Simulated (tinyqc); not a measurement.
Inside a calculation. Model: CMOS latch-up, two-transistor model.

Computed by the program tinyqc: `OMP_NUM_THREADS=1 python tinyqc.py 2670121 2670122 out.jsonl`, one thread of a shared Intel Xeon 2.30GHz, about 0.06 s for the whole run. Printed values are rounded.

A parasitic pnp (emitter at Vdd, base shunted by Rw) and npn (emitter at ground, base shunted by Rs) feed each other: the npn collector current flows out of the pnp base node, the pnp collector current into the npn base node. Forward-active transistors with constant gains: Icn = Isn exp(Vn/Vt), Icp = Isp (exp(Vp/Vt) - 1). A current Ii is injected into the npn base node.

Inputs (values chosen for the exercise); values close to those of bulk CMOS:
- T = 325 K (temperature)
- bn = 12.7 (current gain of the npn)
- bp = 1.4 (current gain of the pnp)
- Isn = 2.9e-14 A (saturation current of the npn at T)
- Isp = 3.5e-13 A (saturation current of the pnp at T)
- Rs = 310 ohm (substrate resistance shunting the npn)
- Rw = 860 ohm (well resistance shunting the pnp)
- R2 = 470 ohm (resistance from the pnp collector to the npn base)
- Von = 0.69 V (base-emitter voltage in the on state)
- Vsat = 0.15 V (saturation voltage)
- Vdd = 0.9 V (supply voltage)
- Ii = 1.77 mA (current injected into the substrate)

Constants: q = 1.602176634e-19 C, kB = 1.380649e-23 J/K, Vt = kB T/q. Results are converted to the units shown.

## Holding current and voltage

On state with both base-emitter voltages at Von: npn base current Ib = (Von/Rs + bp Von/Rw)/(bn bp - 1), holding current Ih = (bn + 1) Ib + Von/Rs, holding voltage Vh = Vsat + Von + R2 (Ib + Von/Rs).

bn bp = 17.78
Ib = 0.199587 mA
Ih = 4.96014 mA
Vh = 1.97993 V

Vh is above Vdd = 0.9 V, so the supply cannot sustain a latched state.

## The off branch

Vn, point 0 to 7 (V): 0.463  0.543  0.593  0.623  0.643  0.663  0.678  0.693

Node equations: Vp/Rw + Icp/bp = Icn and Vn/Rs + Icn/bn = Icp + Ii. Loop gain G = gn gp/[(1/Rw + gp/bp)(1/Rs + gn/bn)], gn = Icn/Vt, gp = (Icp + Isp)/Vt; the off state ends where G = 1, and Ii there is the trigger current. For each Vn: Icn, then Vp from the first equation, then Ii from the second.

```
point   Icn (mA)     Vp (V)    Icp (mA)  Ii (mA)           G
0      4.3868e-4  3.7726e-4  4.7466e-12   1.4936  5.2874e-11
1      0.0076332  0.0065645  9.2450e-11   1.7522   1.1403e-9
2       0.045505   0.039134   1.0655e-9   1.9165   2.1059e-8
3        0.13282    0.11423   2.0321e-8   2.0201   8.3639e-7
4        0.27127    0.23329   1.4509e-6   2.0956   1.0822e-4
5        0.55405    0.47200   0.0072996   2.1750     0.79907
6        0.94657    0.58246     0.37700   1.8846      7.1704
7         1.6172    0.61627      1.2608   1.1020      10.038
```

Ii peaks at 2.175 mA, at Vn = 0.6635 V where G = 1; beyond it the loop feeds itself.

## Iteration 1: response to the injected current, once round the loop per iteration

Vn at the start = 0.51 V

Icn = Isn exp(Vn/Vt); Vp solves Vp/Rw + Icp/bp = Icn; Vn(new) solves Vn/Rs + (Isn/bn) exp(Vn/Vt) = Icp + Ii.

Icn = 0.00234949 mA
Vp = 0.00202056 V
Icp = 2.61845e-11 mA
Vn after iteration 1 = 0.548473 V

## Course of the iteration: response to the injected current, once round the loop per iteration

Stop when Vn changes by less than 1e-9 V, or after 150 iterations. Vn must stay below 1.1 V.

Course of the iteration:
```
iteration    Vn (V)  |change| (V)
1          0.548473        0.0385
2          0.548473      2.74e-11
```

Converged in 2 iterations. The change falls from 0.038 in the first iteration to below the tolerance in the last. An off state exists, since Ii is below the trigger current, the largest Ii that the node equations allow, 2.175 mA.
